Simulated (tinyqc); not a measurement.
Range and order of the fit: effective mass of the light-hole band from tabulated energies.

c = hbar^2/2m0.
Constants: hbar^2/2m0 = 3.80998211 eV angstrom^2.

Energies along [100], from the band edge downward:
```
k (1/angstrom)    E (meV)
0.000000          0.00000
0.006200          3.32980
0.012400         13.12500
0.018600         28.84860
0.024800         49.73290
0.031000         74.91000
0.037200        103.51760
0.043400        134.76540
0.049600        167.96490
```

reference mass (curvature of the model at k = 0.0001 1/angstrom) = 0.043764 m0

Least-squares fits of E = a k^2 (+ b k^4 + d k^6) over points 1 to n, and the line y = c k^2/E against E; errors of m against the reference.

Results:
```
n  E at point n (meV)  one term (%)  two terms (%)  three terms (%)  line (%)  rms residual, one term (meV)
3                28.8          3.96           0.12             0.00     -0.01                         0.172
4                49.7          6.61           0.38             0.02     -0.03                         0.490
5                74.9          9.80           0.82             0.07     -0.06                         1.054
6               103.5         13.45           1.49             0.17     -0.11                         1.921
7               134.8         17.53           2.40             0.36     -0.19                         3.130
8               168.0         21.99           3.54             0.65     -0.30                         4.704
```

What does the comparison show?

The error of the parabola goes from +3.96 to +21.99 % as the range widens, and at n = 8 its residual, 4.70 meV, is only 2.8 % of the top energy: a small residual does not vouch for the mass. Over the full range (n = 8) the best form is the line (0.30 %); the line errs by -0.01 % at n = 3 and -0.30 % at n = 8. Without scatter, a narrower range or a second term is the cure: at n = 8 the errors are +21.99, +3.54 and +0.65 % for one, two and three terms. Three terms on three points interpolate exactly.

(tinyqc, `OMP_NUM_THREADS=1 python tinyqc.py 1881042 1881043 out.jsonl`, Intel(R) Xeon(R) Processor @ 2.30GHz, 1 thread, shared host, about 0.01 s.)
